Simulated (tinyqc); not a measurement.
Inside a calculation. Model: donor or exciton in a quantum well (variational effective-mass method). Computed by tinyqc, a small Python program that keeps every step. Command: `OMP_NUM_THREADS=1 python tinyqc.py 3010930 3010931 out.jsonl welldonor walk`. One thread of a shared host (Intel(R) Xeon(R) Processor @ 2.30GHz), about 0.2 s of CPU time with the checks. Intermediate numbers are printed to about 5 digits and carried at full precision; extremes and crossings named in words are read from the listed rows.

H = -nabla^2 - 2/|r - r_i| + V(z) in effective units; trial function psi = f(z) exp(-|r - r_i|/lambda), f the ground state of the well. Mass and screening are the same in well and barrier; l = L/a* is the width in effective units. Bands are flat: no polarisation or applied field.

Inputs (values chosen for the exercise, modelled on CdTe):
```
quantity                               value  unit
electron mass m                       0.0937   m_0
dielectric constant eps                 9.92     -
well width L                             4.1    nm
trial radius lambda                     0.46    a*
donor position z_i/L from the centre     0.2     -
barrier height V_0                      0.14    eV
```

Centre: donor. Barriers: finite.

Constants: Ry = 13.605693123 eV; a_0 = 0.529177210903 angstrom.

## Effective units

Ry* = Ry m/eps^2, a* = a_0 eps/m; l = L/a*.

mass used = 0.0937 m_0

Ry* = 12.955 meV

a* = 5.6024 nm

l = 0.73183

## The subband

k solves k tan(k l/2) = sqrt(v - k^2), v = V_0/Ry*, 0 < k l/2 < pi/2 (bisection); f = cos(k z) inside and cos(k l/2) exp(-kappa (|z| - l/2)) outside, kappa = sqrt(v - k^2); subband energy k^2 Ry*.

k = 2.2419 1/a*

subband energy = 65.112 meV

kappa = 2.4043 1/a*

## Binding at the trial radius

Binding E_b(lambda) = -1/lambda^2 + 4 A/(lambda B), with A = int f^2 exp(-2 s/lambda) dz, B = int f^2 exp(-2 s/lambda)(1 + 2 s/lambda) dz and s = |z - z_i|; 40 Gauss-Legendre points on each piece between the walls at z = -l/2 and l/2 and z_i, and out to 12/(kappa + 1/lambda) beyond the walls.

A = 0.31684 a*

B = 0.52485 a*

E_b(lambda) = 0.52347 Ry*

## Best radius

Golden-section search for the maximum over lambda from 0.3 to 4, 40 steps.

best lambda = 0.90927 a*

binding in Ry* = 1.8420

binding energy = 23.863 meV

radius lambda a* = 5.0941 nm

Confinement changes the binding by a factor 1.842 against the bulk value (with finite barriers it peaks in a narrow well and returns to 1 as L tends to 0, and away from the walls of a wide well it tends to 1).

## Binding against well width

Each row maximises over lambda (golden section, 0.3 to 4).

Against width:
```
L (nm)  lambda (a*)  binding (Ry*)  binding (meV)
0.61         0.9571         1.4472         18.749
1.20         0.9136         1.6917         21.916
2.30         0.8870         1.8689         24.212
4.10         0.9093         1.8420         23.863
7.40         0.9736         1.6408         21.257
13.00        1.0368         1.3972         18.101
```

The binding peaks at 1.869 Ry* near L = 2.3 nm: in narrower wells the envelope leaks into the barriers and returns towards three dimensions. In the widest well it is 1.397 Ry*. Rows under about 2 nm are a few atomic layers, where the envelope model is only a guide.

## Binding against position

The formulas are those given above.

Against position:
```
z_i/L  lambda (a*)  binding (Ry*)  binding (meV)
0.0         0.8869         1.9170         24.835
0.1         0.8924         1.8978         24.586
0.2         0.9093         1.8420         23.863
0.3         0.9389         1.7550         22.736
0.4         0.9826         1.6457         21.320
0.5         1.0403         1.5256         19.764
```

From the centre to the wall the binding falls from 24.835 to 19.764 meV, 80 % of the centre value, since the walls keep the electron away from an off-centre ion; uniform doping thus gives a band of levels 5.071 meV wide, with a peak in its density at the centre value, where the slope vanishes.

Checks made by the program: the wide-well limit, 1 Ry* (relative difference 3e-03).
